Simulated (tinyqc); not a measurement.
Insulator thickness and V0 from two charges.

Problem. In an undoped wire Vg - V0 = Q/Cox + Vt ln(Q/Q0) + Vt ln(1 + Q/Q0) at the source, with Q0 = 4 eps0 eps_r Vt/R and Cox = eps0 eox/(R ln(1 + tox/R)). Find Cox, tox and V0.

Parameters, values chosen for the exercise; material values close to those of gallium arsenide: temperature T = 400 K; relative permittivity of the semiconductor eps_r = 13.1; relative permittivity of the gate insulator eox = 7.3; wire radius R = 6 nm.

Constants: q = 1.602176634e-19 C, kB = 1.380649e-23 J/K, Vt = kB T/q, eps0 = 8.8541878128e-14 F/cm where lengths are in cm. Results are converted to the units shown.

Qs at Vg = 0.84 and 1.24 V (nC/cm^2): [411.78638, 982.09236]

Solution. The two equations are linear in 1/Cox and V0; tox follows by inverting the logarithm.

Cox = 1.634 uF/cm^2
tox = 5.600 nm
V0 = 0.5408 V

Program tinyqc, `OMP_NUM_THREADS=1 python tinyqc.py 2460085 2460086 out.jsonl`; Intel Xeon 2.30GHz, shared host, one thread, about 0.02 s.
